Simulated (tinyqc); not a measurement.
# p-n heterojunction, non-linear Poisson equation by Newton steps, Boltzmann statistics: what changes with what

One dimension, material 1 (p-type) at x < 0 and material 2 (n-type) at x > 0. Band edges: Ec = -psi in material 1 and -psi + dEc in material 2, Ev = Ec - Eg. Flat quasi-Fermi levels: 0 for holes, +V for electrons. n = Nc F((EFn - Ec)/Vt), p = Nv F((Ev - EFp)/Vt), with F(eta) = exp(eta) (Boltzmann statistics); full ionisation, no interface charge, classical densities; the doping types are chosen for the exercise.

Values chosen for this exercise; band and dielectric values close to those of GaAs and InGaP:

| symbol | value | unit | meaning |
|---|---|---|---|
| T | 350 | K | temperature |
| Eg1 | 1.43 | eV | band gap of material 1 |
| er1 | 12.9 |  | relative permittivity of material 1 |
| Nc1 | 5.49e17 | cm^-3 | conduction-band density of states of material 1 |
| Nv1 | 1.12e19 | cm^-3 | valence-band density of states of material 1 |
| Eg2 | 1.88 | eV | band gap of material 2 |
| er2 | 11.6 |  | relative permittivity of material 2 |
| Nc2 | 1.14e18 | cm^-3 | conduction-band density of states of material 2 |
| Nv2 | 1.92e19 | cm^-3 | valence-band density of states of material 2 |
| dEc | 0.13 | eV | conduction-band offset Ec2 - Ec1 |
| N1 | 1.3e17 | cm^-3 | acceptor density of material 1 |
| N2 | 8.8e15 | cm^-3 | donor density of material 2 |
| V | 0 | V | bias of side 1 against side 2 |

Constants: q = 1.602176634e-19 C, kB = 1.380649e-23 J/K, Vt = kB T/q, eps0 = 8.8541878128e-14 F/cm where lengths are in cm. Results are converted to the units shown.

Each table varies one quantity; the others keep the values above.

## Effect of the conduction-band offset Ec2 - Ec1

Exact first integral: on each side D^2/(2 eps0 er) = G, G = q [Vt (nI_j - nI_b) + Vt (pI_j - pI_b) - C (psi_j - psi_b)], with C = -N1 or +N2, b the neutral end of that side, and nI, pI the densities themselves. D is continuous, so er1 G1(psi_j) = er2 G2(psi_j) fixes psi_j. Ends from Nv1 F((-psi_L - Eg1)/Vt) = N1 and Nc2 F((V + psi_R - dEc)/Vt) = N2. D is counted positive when psi rises towards material 2. Depletion (Anderson) capacitance C^2 = q eps0 er1 er2 N1 N2/(2 (er1 N1 + er2 N2)(psi_R - psi_L)). -dD/dV is the change of the displacement at the interface with both quasi-Fermi levels flat; it is the terminal capacitance only while neither side holds an inversion layer. n_j and p_j are densities at the interface.

Effect of the conduction-band offset Ec2 - Ec1:

| dEc (eV) | psi_R - psi_L (V) | psi_j - psi_L (V) | psi_R - psi_j (V) | D/q (cm^-2) | n_j in 1 (cm^-3) | p_j in 2 (cm^-3) | -dD/dV (nF/cm^2) | depletion C (nF/cm^2) |
|---|---|---|---|---|---|---|---|---|
| -0.17 | 0.9789 | 0.08092 | 0.8980 | 3.129e11 | 1.774 | 1.800e7 | 27.11 | 26.40 |
| -0.09 | 1.059 | 0.08580 | 0.9731 | 3.262e11 | 2.086 | 2.172e8 | 26.03 | 25.39 |
| -0.02 | 1.129 | 0.09004 | 1.039 | 3.374e11 | 2.400 | 1.922e9 | 25.18 | 24.59 |
| 0.05 | 1.199 | 0.09424 | 1.105 | 3.482e11 | 2.759 | 1.703e10 | 24.40 | 23.86 |
| 0.13 | 1.279 | 0.09901 | 1.180 | 3.602e11 | 3.232 | 2.063e11 | 23.60 | 23.10 |
| 0.21 | 1.359 | 0.1038 | 1.255 | 3.718e11 | 3.783 | 2.501e12 | 22.87 | 22.41 |
| 0.28 | 1.429 | 0.1079 | 1.321 | 3.816e11 | 4.339 | 2.221e13 | 22.28 | 21.86 |
| 0.36 | 1.509 | 0.1127 | 1.396 | 3.927e11 | 5.080 | 2.691e14 | 21.62 | 21.27 |
| 0.43 | 1.579 | 0.1172 | 1.462 | 4.030e11 | 5.902 | 2.359e15 | 20.79 | 20.79 |

As dEc goes from -0.17 to 0.43, the total bending rises from 0.979 to 1.58 V and the sheet charge D/q rises from 3.13e11 to 4.03e11 cm^-2; the share of the bending in material 1 falls from 8.27 to 7.42 %. The alignment is staggered for dEc = -0.17, -0.09, -0.02 eV. The capacitance departs most from the depletion formula at dEc = -0.17, where it is 2.7 % above it.

## Effect of the donor density of material 2

Same model as above.

Results:

| N2 (cm^-3) | psi_R - psi_L (V) | psi_j - psi_L (V) | psi_R - psi_j (V) | D/q (cm^-2) | n_j in 1 (cm^-3) | p_j in 2 (cm^-3) | -dD/dV (nF/cm^2) | depletion C (nF/cm^2) |
|---|---|---|---|---|---|---|---|---|
| 4.4e14 | 1.189 | 0.01574 | 1.173 | 8.029e10 | 0.2044 | 3.262e12 | 5.586 | 5.511 |
| 1e15 | 1.213 | 0.02501 | 1.188 | 1.219e11 | 0.2779 | 2.399e12 | 8.326 | 8.207 |
| 2.4e15 | 1.240 | 0.04207 | 1.198 | 1.895e11 | 0.4892 | 1.363e12 | 12.72 | 12.52 |
| 1.4e16 | 1.293 | 0.1387 | 1.154 | 4.492e11 | 12.05 | 5.532e10 | 29.16 | 28.50 |
| 3.2e16 | 1.318 | 0.2581 | 1.060 | 6.499e11 | 630.4 | 1.058e9 | 41.40 | 40.45 |
| 7.5e16 | 1.344 | 0.4685 | 0.8750 | 9.014e11 | 6.753e5 | 9.874e5 | 56.27 | 54.99 |
| 1.8e17 | 1.370 | 0.7564 | 0.6135 | 1.160e12 | 9.464e9 | 70.45 | 70.97 | 69.39 |

Estimate the missing row, N2 = 5.7e15 cm^-3.

Computed row:

| N2 (cm^-3) | psi_R - psi_L (V) | psi_j - psi_L (V) | psi_R - psi_j (V) | D/q (cm^-2) | n_j in 1 (cm^-3) | p_j in 2 (cm^-3) | -dD/dV (nF/cm^2) | depletion C (nF/cm^2) |
|---|---|---|---|---|---|---|---|---|
| 5.7e15 | 1.266 | 0.07334 | 1.192 | 2.914e11 | 1.380 | 4.833e11 | 19.25 | 18.88 |

With this row back in the table: As N2 goes from 4.4e14 to 1.8e17, the total bending rises from 1.19 to 1.37 V and the sheet charge D/q rises from 8.03e10 to 1.16e12 cm^-2; the share of the bending in material 1 rises from 1.32 to 55.2 %. The capacitance departs most from the depletion formula at N2 = 3.2e16, where it is 2.4 % above it.

Numbers from tinyqc (`OMP_NUM_THREADS=1 python tinyqc.py 2040110 2040111 out.jsonl`; about 0.06 s on one thread of a shared Intel Xeon 2.30GHz).
